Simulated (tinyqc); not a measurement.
A ladder of methods, and size consistency: correlation methods against full CI in the sto-6g basis, for H4, spin multiplicity 1. Computed by the program tinyqc with PySCF. 

Geometry (angstrom):
```
atom,x,y,z
H,0.0000,0.0000,0.0000
H,0.0000,0.0000,1.0990
H,0.0000,0.0000,2.4970
H,0.0000,0.0000,3.5970
```

RHF energy of one = -2.080660 hartree

All electrons correlated; +Q is the Davidson correction (1 - c0^2) E_corr. The last columns treat two copies 100 angstrom apart as one system. FCI is the lowest singlet.

Correlation energies (hartree):
```
method,E_corr of one,share of FCI (%),E_corr of two at 100 angstrom,two minus twice one (mhartree)
MP2,-0.048388,58.1102,-0.096775,0.0000
CISD,-0.080233,96.3548,-0.149917,10.5492
CISD+Q,-0.086269,103.6032,-0.168433,4.1045
CCSD,-0.083073,99.7649,-0.166146,0.0000
CCSD(T),-0.083218,99.9392,-0.166436,0.0000
FCI,-0.083269,100.0000,-,-
```

MP2 recovers 58 %, CISD 96.4 % and CCSD 99.8 % of the FCI value (c0^2 = 0.925 in CISD). MP2 and coupled cluster are size consistent, so their last column vanishes; CISD loses 10.55 mhartree, since a double excitation on each copy is a quadruple of the pair, and the Davidson correction leaves +4.10.
